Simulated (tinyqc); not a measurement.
From results back to parameters: five-level k.p model folded onto the conduction band. Two cases, with inputs chosen for the exercise.

Problem. The levels are known; the mass and the g factor at E = Eg are given. Find Ep and Ep2.

Second-order sums for the lowest conduction level at E: 1/m = 1 + Cm + (Ep/3)(2/E + 1/(E + Dso)) - (Ep2/3)(2/(E7 + D2 - E) + 1/(E7 - E)); g/2 = 1 + Cg - (Ep/3)(1/E - 1/(E + Dso)) - (Ep2/3)(1/(E7 - E) - 1/(E7 + D2 - E)). E is counted from the top of the valence band; E = Eg at the edge.

Find: coefficients of (Ep, Ep2); right-hand sides 1/m - 1 - Cm and 1 + Cg - g/2; Ep, Ep2.

Method. Both sums are linear in Ep and Ep2, so two equations fix them.

Case 1.

Values chosen (near those of ZnSe; not measured data): Eg = 2.9 eV (gap at Gamma to the s-like level); Dso = 0.404 eV (spin-orbit splitting); E7 = 7.37 eV (upper Gamma7 conduction level, from the valence top); D2 = 0.11 eV (its spin-orbit splitting, Gamma8 above Gamma7); Cm = -2.2 (remote term in 1/m); Cg = -0.02 (remote term in g/2).

m = 0.16073818 m0
g = 1.273608

Solution.

coefficients of (Ep, Ep2) (1/eV):
```
         1         2
1  0.33077  -0.22013
2  0.01405   0.00179
```

right-hand sides 1/m - 1 - Cm and 1 + Cg - g/2: 7.4213  0.3432

Ep, Ep2 (eV): 24.10  2.50

Case 2.

Values chosen (near those of InP; not measured data): Eg = 1.458 eV (gap at Gamma to the s-like level); Dso = 0.103 eV (spin-orbit splitting); E7 = 4.75 eV (upper Gamma7 conduction level, from the valence top); D2 = 0.07 eV (its spin-orbit splitting, Gamma8 above Gamma7); Cm = -0.9 (remote term in 1/m); Cg = 0 (remote term in g/2).

m = 0.07651277 m0
g = 1.338811

Solution.

coefficients of (Ep, Ep2) (1/eV):
```
         1         2
1  0.67079  -0.29955
2  0.01509   0.00211
```

right-hand sides 1/m - 1 - Cm and 1 + Cg - g/2: 12.9697  0.3306

Ep, Ep2 (eV): 21.30  4.40

Computed by tinyqc, one run a case: `OMP_NUM_THREADS=1 python tinyqc.py N N+1 out.jsonl` with N = 1050861, 1050865; one thread of a shared Intel(R) Xeon(R) Processor @ 2.30GHz, about 0.01 s a run at most.
